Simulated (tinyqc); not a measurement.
## Counting rate against photon rate

True rate n = nph PDP (dark counts neglected); measured n/(1 + n td) for a non-paralysable detector, n exp(-n td) for a paralysable one.

Parameters, values chosen for the exercise:
- td = 100 ns (dead time)

PDP = 0.41

Result of one run:

| nph (1/s) | n td | non-paralysable (1/s) | paralysable (1/s) |
|---|---|---|---|
| 2.4e5 | 0.009840 | 9.744e4 | 9.744e4 |

What becomes of these results when the photon rate nph is changed from 2.4e5 to 5.6e5 1/s, all else the same?

Result of the changed run:

| nph (1/s) | n td | non-paralysable (1/s) | paralysable (1/s) |
|---|---|---|---|
| 5.6e5 | 0.02296 | 2.244e5 | 2.244e5 |

The whole series:

| nph (1/s) | n td | non-paralysable (1/s) | paralysable (1/s) |
|---|---|---|---|
| 2.4e5 | 0.009840 | 9.744e4 | 9.744e4 |
| 5.6e5 | 0.02296 | 2.244e5 | 2.244e5 |
| 1.3e6 | 0.05330 | 5.060e5 | 5.053e5 |
| 3e6 | 0.1230 | 1.095e6 | 1.088e6 |
| 6.9e6 | 0.2829 | 2.205e6 | 2.132e6 |
| 1.6e7 | 0.6560 | 3.961e6 | 3.404e6 |
| 3.7e7 | 1.517 | 6.027e6 | 3.328e6 |
| 8.5e7 | 3.485 | 7.770e6 | 1.068e6 |
| 2e8 | 8.200 | 8.913e6 | 2.252e4 |

The non-paralysable rate climbs towards 1/td = 1.00e7 1/s and reaches 0.891 of it. The paralysable rate goes from 97400 through a maximum of 3.40e6 (at nph = 1.6e7 1/s among the rows listed) to 22500 1/s; its true maximum, 1/(e td) = 3.68e6 1/s, lies at n td = 1, so a measured rate below that has two possible causes.

tinyqc, about 0.01 s, one thread, Intel Xeon 2.30GHz (shared host): `OMP_NUM_THREADS=1 python tinyqc.py 2630016 2630017 out.jsonl`
